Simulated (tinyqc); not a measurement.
CIS on RHF in the 3-21g basis, for H2, spin multiplicity 1, step by step. One step of it, computed by the program tinyqc.

Problem. CIS triplet states. Diagonalise A (1 hartree = 27.211386 eV); each vector has its largest component positive (the first on a tie).

CIS matrix A, triplet (hartree):
```
,1>2,1>3,1>4
1>2,0.310347,0.000000,0.139456
1>3,0.000000,1.015006,0.000000
1>4,0.139456,0.000000,1.309338
```

Give: triplet excitation energies; lowest vectors.

Solution.

triplet excitation energies (eV): 7.9252  27.6197  36.1487

lowest vectors:
```
,state 1,state 2,state 3
1>2,0.9907,0.0000,0.1357
1>3,0.0000,1.0000,0.0000
1>4,-0.1357,0.0000,0.9907
```
